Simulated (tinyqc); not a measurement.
# Random telegraph noise from one oxide trap in a small MOSFET: effect of the capture barrier

An acceptor-like trap exchanges electrons with the channel. Inversion charge Q = Cox u, u = n Vt W0(exp((Vg - VT)/(n Vt))), W0 the Lambert function, n = nf, Cox = eps0 eox/tox; linear regime Id = (W/L) mu Q Vd. Relative to threshold the surface potential rises by Vt ln(u/u0) and the oxide voltage by the rest of Vg - VT, with u0 = n Vt W0(1).

N = Cox u/q; dpsi = Vt ln(u/u0); E = E0 - dpsi - (xt/tox)(Vg - VT - dpsi); capture time tc = 1/[(N/zi) vth s0 exp(-xt/lt - EB/Vt)]; emission time te = tc exp(-E/Vt); occupancy te/(tc + te). A = W L; threshold step dV = q (1 - xt/tox)/(Cox A); gm/Id = 1/(u + n Vt); relative step dI/I = (gm/Id) dV + asc mu/A. fc = (1/tc + 1/te)/(2 pi); rms = (dI/I) sqrt(tc te)/(tc + te).

Parameters, values chosen for the exercise; values of the order met in silicon transistors: temperature T = 250 K; relative permittivity of the gate insulator (close to zirconium oxide) eox = 24.8; insulator thickness tox = 8.4 nm; depth of the trap from the channel interface xt = 1.7 nm; trap level above the channel Fermi level at threshold E0 = 0.11 eV; capture prefactor s0 = 4e-16 cm^2; tunnelling decay length lt = 0.1 nm; thermal velocity vth = 2.2e7 cm/s; thickness of the inversion layer zi = 2.7 nm; threshold voltage VT = 0.31 V; body factor nf = 1.17; gate width W = 240 nm; gate length L = 120 nm; mobility mu = 110 cm^2/(V s); scattering coefficient of the charged trap asc = 1.9e-16 V s; drain voltage Vd = 0.05 V; gate voltage Vg = 0.64 V.

Constants: q = 1.602176634e-19 C, kB = 1.380649e-23 J/K, Vt = kB T/q, eps0 = 8.8541878128e-14 F/cm where lengths are in cm. Results are converted to the units shown.

The same in every row: E (eV) = -0.007292; occupancy = 0.5838; dI/I (%) = 0.06472; rms dI/I (%) = 0.03190.

Results:
```
EB (eV)    tc (s)    te (s)    fc (Hz)
0.1       0.01744   0.02446      15.63
0.3         187.6     263.2   0.001453
0.4       1.946e4   2.730e4   1.401e-5
0.5       2.019e6   2.832e6   1.350e-7
0.6       2.094e8   2.938e8   1.302e-9
0.7      2.172e10  3.048e10  1.255e-11
```

Estimate the missing row, EB = 0.2 eV.

Computed row:
```
EB (eV)  tc (s)  te (s)  fc (Hz)
0.2       1.809   2.537   0.1507
```

With this row back in the table: As EB goes from 0.1 to 0.7, tc rises from 0.0174 to 2.17e10 s, te rises from 0.0245 to 3.05e10 s and dI/I stays at 0.0647 %. The barrier scales both times alike and leaves the occupancy unchanged.

Range of the model: VT is taken as given; short-channel effects and the uneven flow of current among few electrons are left out.

Program tinyqc, `OMP_NUM_THREADS=1 python tinyqc.py 2710068 2710069 out.jsonl`; Intel Xeon 2.30GHz, shared host, one thread, about 0.01 s.
